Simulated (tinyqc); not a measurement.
Worked calculation: RHF in the sto-6g basis, for H3-, spin multiplicity 1. The basis has no diffuse functions, so it cannot describe the extra electron: this is an exercise in the method, not the real anion. One step of it, computed by the program tinyqc.

Problem. Iteration 2: building the Fock matrix. J_ij = sum D_kl (ij|kl), K_ij = sum D_kl (ik|jl); F = H + J - 0.5 K; E = tr D H + tr D J / 2 - 0.25 tr D K + E_nn.

D after iteration 1, lower triangle:
```
           1H 1s      2H 1s     3H 1s
1H 1s   1.576021
2H 1s  -0.891442   2.172511
3H 1s  -0.891442  -0.154488  2.172511
```

core Hamiltonian H = T + V (hartree), lower triangle:
```
           1H 1s      2H 1s      3H 1s
1H 1s  -1.543223
2H 1s  -0.931010  -1.285440
3H 1s  -0.931010  -0.270664  -1.285440
```

Two-electron integrals (ij|kl) in chemists' order, unique and non-zero (hartree):
```
(11|11) 0.774999   (21|11) 0.333090   (21|21) 0.179701   (22|11) 0.494610
(22|21) 0.333090   (22|22) 0.774999   (31|11) 0.333090   (31|21) 0.133537
(31|22) 0.192159   (31|31) 0.179701   (32|11) 0.084057   (32|21) 0.039922
(32|22) 0.067151   (32|31) 0.039922   (32|32) 0.010244   (33|11) 0.494610
(33|21) 0.192159   (33|22) 0.277127   (33|31) 0.333090   (33|32) 0.067151
(33|33) 0.774999
```

nuclear repulsion = 1.39257161 hartree

Give: Coulomb J; exchange K; Fock matrix F; total energy of this density.

Solution.

Coulomb J (hartree), lower triangle:
```
       1H 1s  2H 1s  3H 1s
1H 1s  2.157
2H 1s  1.095  2.108
3H 1s  1.095  0.279  2.108
```

exchange K (hartree), lower triangle:
```
       1H 1s  2H 1s  3H 1s
1H 1s  0.773
2H 1s  0.504  1.303
3H 1s  0.504  0.044  1.303
```

Fock matrix F (hartree), lower triangle:
```
        1H 1s   2H 1s  3H 1s
1H 1s   0.227
2H 1s  -0.088   0.171
3H 1s  -0.088  -0.014  0.171
```

total energy of this density = -0.20527 hartree

This density is a damped mixture and is not idempotent.
